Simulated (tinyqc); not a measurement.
Length of a molecular wire: coherent transport through a tight-binding bridge. Computed by the program tinyqc. 

A uniform bridge between two chains:
```
parameter,value
site energy (eV),1.130000
hopping in the bridge (eV),0.910000
lead hopping (eV),1.620000
couplings (eV),"0.44, 0.81"
E (eV),0.350000
```

T = Gamma_L Gamma_R |G_1n|^2 with the self-energies of semi-infinite chains.

Transmission against length:
```
sites,T,ln T
2,7.0858e-01,-0.3445
3,1.7212e-01,-1.7596
4,2.5560e-01,-1.3642
5,5.2228e-01,-0.6496
6,1.5773e-01,-1.8469
7,3.6518e-01,-1.0074
8,3.4841e-01,-1.0544
9,1.5861e-01,-1.8413
10,5.4731e-01,-0.6027
```

E lies inside the band of the bridge (|E - e|/2h = 0.429 < 1): T does not decay but oscillates with length, between 0.158 and 0.709 here, as levels of the bridge pass E.
